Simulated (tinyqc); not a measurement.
Conduction-band offset of an n-N heterojunction from carrier-profile moments: two steps of the calculation.

Layer 1 (x < 0) accumulates electrons and layer 2 (x > 0) is depleted. Boltzmann statistics. The bands bend down by V1 in layer 1 and up by V2 in layer 2, with V1 + V2 = VD = dE + Vt ln[(N2/Nc2)/(N1/Nc1)].

Inputs (values chosen for the exercise); values of the order of III-V alloys: temperature T = 300 K; relative permittivity of both layers eps_r = 12.2; density of states of the narrow-gap layer 1 Nc1 = 5.8e17 cm^-3; density of states of the wide-gap layer 2 Nc2 = 1.5e18 cm^-3; conduction-band offset dE = 0.2 eV; donor density in layer 1 N1 = 1.7e16 cm^-3; donor density in layer 2 N2 = 4.8e16 cm^-3; fixed charge at the interface si = 0 cm^-2.

Constants: q = 1.602176634e-19 C, kB = 1.380649e-23 J/K, Vt = kB T/q, eps0 = 8.8541878128e-14 F/cm where lengths are in cm. Results are converted to the units shown.

Question 1. Division of the diffusion potential. Sheet densities from the first integral: Q1 = sqrt((2 eps0 eps_r Vt N1/q)(exp(u1) - u1 - 1)) extra electrons, Q2 = sqrt((2 eps0 eps_r Vt N2/q)(exp(-u2) + u2 - 1)) missing ones, u = V/Vt; neutrality Q1 = Q2 + si. Q1 - Q2 rises steadily with V1, so V1 follows by bisection.

Give: VD; V1; V2; Q1; n at x = 0-; n at x = 0+.

Answer 1.

VD = 0.2023 V
V1 = 0.07054 V
V2 = 0.1317 V
Q1 = 2.620e11 cm^-2
n at x = 0- = 2.603e17 cm^-3
n at x = 0+ = 2.939e14 cm^-3

n drops across the interface by 886 = (Nc1/Nc2) exp(dE/Vt).

Question 2. Offset from the moments. A C-V profile smears n(x) but keeps its zeroth and first moments: si = -int (N - n) dx, VD = (q/(eps0 eps_r)) int (N - n) x dx, dE = VD - Vt ln[(N2/Nc2)/(N1/Nc1)]. Use the trapezoidal rule on each side.

```
left point,-x (nm),n in layer 1 (cm^-3)
0,0,2.60269e17
1,0.74,2.33730e17
2,4.49,1.48537e17
3,12.9,7.56779e16
4,27.2,4.01963e16
5,48.6,2.55955e16
6,78.1,1.98728e16
7,117,1.77912e16
8,165,1.71726e16
9,224,1.70272e16
```

```
right point,x (nm),n in layer 2 (cm^-3)
0,0,2.93923e14
1,10.8,1.27126e15
2,26.6,6.20591e15
3,45.1,1.89176e16
4,65.5,3.37743e16
5,87.5,4.27751e16
6,111,4.63938e16
7,136,4.75603e16
8,161,4.78810e16
9,188,4.79711e16
```

Find: si; VD; dE.

Answer 2.

si = 1.8267e10 cm^-2
VD = 0.20123 V
dE = 0.19896 eV

On these few points dE comes out -1.0 meV from the true 0.2 eV, and si misses by 1.8e10 cm^-2, 7.0 % of Q1.

Computed by the program tinyqc: `OMP_NUM_THREADS=1 python tinyqc.py 2410102 2410103 out.jsonl`, one thread of a shared Intel Xeon 2.30GHz, about 0.1 s for the whole run.
